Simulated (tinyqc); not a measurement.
Worked calculation: Koster-Slater impurity in a tight-binding band, by Green functions and by supercells. Computed by tinyqc, a small Python program that keeps every step. Command: `OMP_NUM_THREADS=1 python tinyqc.py 3027921 3027922 out.jsonl kosterslater walk`. One thread of a shared host (Intel(R) Xeon(R) Processor @ 2.30GHz), about 0.06 s of CPU time with the checks. Intermediate numbers are printed to about 7 digits and carried at full precision; extremes and crossings named in words are read from the listed rows.

One orbital per site, e(k) = -2 t sum cos(k_i) over 3 direction(s), band from -6 t to 6 t, lattice constant 1. One site has the extra energy U. Spin is left out.

Inputs (values chosen for the exercise, for a model band):
```
quantity,value,unit
hopping t,1.4,eV
impurity potential U,-12.3,eV
supercell edge N,4,sites
energy inside the band E,-4.5,eV
broadening eta,0.21,eV
impurity concentration c,0.002,per site
```

Lattice: simple cubic.

Constants: hbar = 6.582119569e-16 eV s.

## The host Green function outside the band

Outside the band G0(E) = (1/pi) int_0^pi dk (2/(pi z)) K(16 t^2/z^2), z = E + 2 t cos k, K the complete elliptic integral with parameter m; 200 Gauss-Legendre points. A bound state solves 1/U = G0(E). Energies: 0.05, 0.2, 0.5, 1, 2, 4 and 8 t beyond the band edge on the side of U, rounded to four digits.

Scan on the side of U:
```
E (eV),G0 (1/eV),1/U - G0 (1/eV)
-8.47,-0.1674581,0.08615724
-8.68,-0.1540064,0.07270561
-9.10,-0.1384805,0.05717966
-9.80,-0.1218027,0.04050191
-11.20,-0.1006653,0.01936454
-14.00,-0.0765336,-0.00476721
-19.60,-0.0527162,-0.02858464
```

G0 stays finite at the band edge, 0.252731/t in size, so binding needs |U| > 3.957 t.

## The bound state

Bisection in ln(distance from the edge) between 1e-5 t and |U| + t. Weight on the impurity site: -1/(U^2 dG0/dE), by a central difference with step min(1e-4 t, distance/30). Decay length along an axis: 1/arccosh(1 + distance/(2 t)).

level E_b = -13.29710 eV

distance from the band edge = 4.897096 eV

weight on the impurity site = 0.9115891

decay length = 0.5989767 sites

The state is compact: most of it sits on the impurity.

## Green function inside the band

Inside the band G0(z), z = E + i eta, comes from the chain form 1/(sqrt(y - 2t) sqrt(y + 2t)) (principal roots) at y = z + 2 t cos k + 2 t cos k', averaged over k and k' in (0, pi) with 200 Gauss-Legendre points each.

G0(E + i eta) = -0.2011992-0.1527942i 1/eV

## Scattering

T = U/(1 - U G0); phase shift delta = -arg(1 - U G0) in (-pi, pi]; host density of states -Im G0/pi; on the impurity -Im[G0/(1 - U G0)]/pi; lifetime of a band state hbar/(-2 c Im T).

T matrix = 3.178501-4.050566i eV

phase shift delta = 2.236141 rad

host density of states = 0.04863589 1/eV

density of states on the impurity = 0.008522276 1/eV

scattering lifetime = 40.62469 fs

The Born approximation would take Im T = U^2 Im G0 = -23.1 eV, 5.71 times the full value.

## The level in the supercell

In a periodic cell of N sites along each direction with Bloch vector K, the level solves 1/U = N^-d sum_k 1/(E - e(k)), k_i = (2 pi m_i + K_i)/N, m_i = 0..N-1; the outermost root on the side of U is taken (bisection). d is the number of directions. Gamma means K_i = 0, the zone corner K_i = pi, the quarter point K_i = pi/2. The error is measured against the isolated level E_b.

level at Gamma = -13.31624 eV

level at the corner = -13.27888 eV

level at the quarter point = -13.29709 eV

error at Gamma = -0.01914672 eV

width between Gamma and the corner = 0.03735915 eV

Images turn the level into a band 0.0374 eV wide; the quarter point misses the isolated level by 1.1e-5 eV, far less than Gamma, because the leading hopping between images averages out there.

## Convergence with cell size

Even N; errors against the isolated level E_b, set to 0 below 1e-6 t.

Error of the level (eV):
```
N,sites,Gamma,corner,quarter point
2,8,-9.942042e-01,9.970964e-01,1.821243e-02
4,64,-1.914672e-02,1.821243e-02,1.051447e-05
6,216,-4.187959e-04,4.134295e-04,0
8,512,-1.054352e-05,1.051447e-05,0
10,1000,0,0,0
12,1728,0,0,0
```

The error at Gamma falls exponentially, between the last two resolved rows by exp(-1.841) per site against 1/(decay length) = 1.670; the rest is the power-law prefactor of the Green function. Gamma and the corner err in opposite directions. Among the sizes listed an error below 1 meV is first reached at N = 6 at Gamma; at the quarter point N = 4 is enough.

## Phase shift across the band

delta/pi = -arg(1 - U G0)/pi counts the states added below E (Friedel); host DOS = -Im G0/pi, DOS on the impurity = -Im[G0/(1 - U G0)]/pi; 13 evenly spaced energies from -(band edge + |U| + 2t) to +(band edge + |U| + 2t).

Across the spectrum:
```
E (eV),Re G0 (1/eV),host DOS (1/eV),DOS on the impurity (1/eV),delta/pi
-23.50000,-0.0435076,0.00012953,0.00059934,0.0034271
-19.58333,-0.0527570,0.00019271,0.00156273,0.0067505
-15.66667,-0.0673134,0.00032162,0.01080940,0.0229538
-11.75000,-0.0945459,0.00068397,0.02510923,0.9488065
-7.83333,-0.1764098,0.01271725,0.00789884,0.8734121
-3.91667,-0.2043548,0.05812341,0.00792379,0.6887555
0.00000,0.0000000,0.09877162,0.00634488,0.4184340
3.91667,0.2043548,0.05812341,0.00334243,0.1810444
7.83333,0.1764098,0.01271725,0.00123596,0.0489573
11.75000,0.0945459,0.00068397,0.00014618,0.0038894
15.66667,0.0673134,0.00032162,0.00009625,0.0021641
19.58333,0.0527570,0.00019271,0.00007088,0.0014375
23.50000,0.0435076,0.00012953,0.00005496,0.0010378
```

delta/pi starts and ends near zero (+0.003 and +0.001): the impurity moves states but creates none. delta/pi rises at the bound state below the band (-13.297 eV), reaches 0.95 among these rows (1 in the limit of small eta, just above the level) and is paid back by the top of the band.

Checks made by the program: G0 at the level by a direct sum over directions (relative difference below 1e-10).
